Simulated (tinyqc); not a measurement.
Inside a calculation. Method: tight binding, dimerised chain. Computed by tinyqc, a small Python program that keeps every step. Settings: t1 = 0.64, t2 = 0.8, delta = 0.54, points = 6, cells = 4. Command: `OMP_NUM_THREADS=1 python tinyqc.py 25509 25510 out.jsonl` (the two numbers bound the seeds that draw the settings). One thread of a shared host (Intel(R) Xeon(R) Processor @ 2.60GHz), about 0.01 s of CPU time with the checks.

## Bloch Hamiltonian at k

Parameters chosen for this model:
```
parameter     value                      unit
t1         0.640000       eV, inside the cell
t2         0.800000         eV, between cells
delta      0.540000  eV, +/- on the two sites
```

k point k (2 pi / a): 0.4700

H_AA = +delta, H_BB = -delta, H_AB = -t1 - t2 exp(-i k a).

H(k) at k (eV):
```
                A               B
A          0.5400  0.1458+0.1499i
B  0.1458-0.1499i         -0.5400
```

## Levels at k

Diagonalise the Hermitian matrix.

eigenvalues (eV): -0.5791  0.5791

weights |c|^2 of the basis functions:
```
   band 1  band 2
A  0.0337  0.9663
B  0.9663  0.0337
```

## Bloch Hamiltonian at X

k point X (2 pi / a): 0.5000

As before.

H(k) at X (eV):
```
        A        B
A  0.5400   0.1600
B  0.1600  -0.5400
```

## Levels at X

As before.

eigenvalues (eV): -0.5632  0.5632

weights |c|^2 of the basis functions:
```
   band 1  band 2
A  0.0206  0.9794
B  0.9794  0.0206
```

## Bands along a path

The same steps at evenly spaced points between the labelled ones.

Bands along the path (eV):
```
k          band 1  band 2
G         -1.5379  1.5379
G-X 0.33  -1.3613  1.3613
G-X 0.67  -0.9106  0.9106
X         -0.5632  0.5632
```

With 1 band(s) filled, the highest filled level on these points lies at X and the lowest empty one at X: a gap of 1.1264 eV, direct.

## Berry (Zak) phase of the lower band

On 6 points k_j = j/N: phase = -Im ln of the product of <u_j|u_(j+1)>, closed with u_N = u_0 (the cell-periodic part is taken without the site positions). Single arguments depend on the phases chosen for the u_j; only their sum modulo 2 pi does not.

Overlaps:
```
j  |<u_j|u_j+1>|  argument (rad)
0         0.9630         -0.1811
1         0.9549         -0.1576
2         0.8642         -0.0709
3         0.8642         -0.0709
4         0.9549         -0.1576
5         0.9630         -0.1811
```

phase / pi, folded into (-1, 1] = 0.2607

## Open chain of 4 cells

H of the open chain (eV), lower triangle:
```
         1        2        3        4        5        6        7        8
1   0.5400
2  -0.6400  -0.5400
3   0.0000  -0.8000   0.5400
4   0.0000   0.0000  -0.6400  -0.5400
5   0.0000   0.0000   0.0000  -0.8000   0.5400
6   0.0000   0.0000   0.0000   0.0000  -0.6400  -0.5400
7   0.0000   0.0000   0.0000   0.0000   0.0000  -0.8000   0.5400
8   0.0000   0.0000   0.0000   0.0000   0.0000   0.0000  -0.6400  -0.5400
```

The same hoppings without the wrap-around bond.

levels (eV): -1.4559  -1.2238  -0.8890  -0.5632  0.5632  0.8890  1.2238  1.4559

weights of the highest filled level on the sites: 0.0110  0.0326  0.0062  0.1306  0.0027  0.2938  0.0007  0.5223

The bulk gap runs from -0.5632 to 0.5632 eV; no level of this chain lies inside it.
